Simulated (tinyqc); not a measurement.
Time-dependent dielectric breakdown: cell percolation, Weibull statistics, area scaling and voltage extrapolation. From one set of inputs to another, one input at a time. Computed by tinyqc, a small Python program. Command: `OMP_NUM_THREADS=1 python tinyqc.py 3029723 3029724 out.jsonl tddb ladder`. One thread of a shared host (Intel(R) Xeon(R) Processor @ 2.30GHz), about 0.01 s of CPU time with the checks.

The oxide is divided into columns of area a^2, each holding m = t_ox/a cells (m is taken as continuous). A share lambda(t) = (t/t_1)^alpha of the cells is defective, and a column whose cells are all defective breaks down.

The inputs printed are set A. Inputs not listed in the table keep their values of set A, so the rows need not describe a real material.

Inputs (values chosen for the exercise, for a model gate oxide):

| quantity | value | unit |
|---|---|---|
| oxide thickness t_ox | 5.3 | nm |
| defect cell size a | 1.4 | nm |
| exponent alpha of defect growth | 0.58 | - |
| time t_1 at which the occupied share would reach 1 | 2.8e+08 | s |
| test area A | 4000 | um^2 |
| product area A_u | 5e+06 | um^2 |
| stress voltage V | 6.91 | V |
| use voltage V_u | 3.2 | V |
| local exponent n = -d ln t/d ln V at the stress voltage | 26 | - |
| activation energy E_a | 0.83 | eV |
| stress temperature T | 105 | C |
| use temperature T_u | 55 | C |
| allowed failure fraction F | 0.01 | - |

Voltage law used: 1/E.

Constants: k_B = 8.617333262e-05 eV/K.

Method:
- Failure fraction F = 1 - (1 - lambda^m)^N with N = A/a^2 columns, which for small lambda^m is 1 - exp(-(t/t63)^beta) with beta = alpha m and t63 = t_1 N^(-1/beta); critical share lambda(t63) = N^(-1/m). 1 um^2 = 1e6 nm^2.
- All three voltage laws share the slope n at the stress voltage. Factor t(V_u)/t(V): E law exp(n (1 - V_u/V)); 1/E law exp(n (V/V_u - 1)); power law (V/V_u)^n.
- Temperatures in kelvin are T(C) + 273.15.
- Temperature factor exp[(E_a/k_B)(1/T_u - 1/T)]; area factor (A/A_u)^(1/beta); percentile factor (-ln(1 - F))^(1/beta); life = t63 x all four; 1 year = 3.15576e7 s.

Each row keeps all changes above it:

| input moved | from | to | characteristic life t63 (s) | critical share of defective cells | area factor |
|---|---|---|---|---|---|
| set A | - | - | 16113 | 0.0034738 | 0.038866 |
| use voltage V_u (V) | 3.2 | 1.9 | 16113 | 0.0034738 | 0.038866 |
| allowed failure fraction F | 0.01 | 0.0001 | 16113 | 0.0034738 | 0.038866 |
| defect cell size a (nm) | 1.4 | 1.5 | 8581 | 0.0024105 | 0.030819 |
| test area A (um^2) | 4000 | 400 | 26395 | 0.0046252 | 0.010020 |
| product area A_u (um^2) | 5000000 | 8000000 | 26395 | 0.0046252 | 0.007966 |
| activation energy E_a (eV) | 0.83 | 0.71 | 26395 | 0.0046252 | 0.007966 |
| exponent alpha of defect growth | 0.58 | 0.43 | 1040 | 0.0046252 | 0.001476 |

Characteristic life t63 goes from 16100 to 1040, a factor 0.0646 in all. The largest single move comes from exponent alpha of defect growth (a factor 0.0394), and test area A works against it (a factor 3.08). Critical share of defective cells goes from 0.00347 to 0.00463, a factor 1.33 in all. The largest single move comes from test area A (a factor 1.92), and defect cell size a works against it (a factor 0.694). Area factor goes from 0.0389 to 0.00148, a factor 0.0380 in all. The largest single move comes from exponent alpha of defect growth (a factor 0.185). The single moves hold for this order of the switches; the total does not depend on the order.

Caution (all rows): t_1 is an input here; in a real oxide it changes with thickness at fixed voltage.

Extremes, crossings and ranges named in words are read from the listed rows.
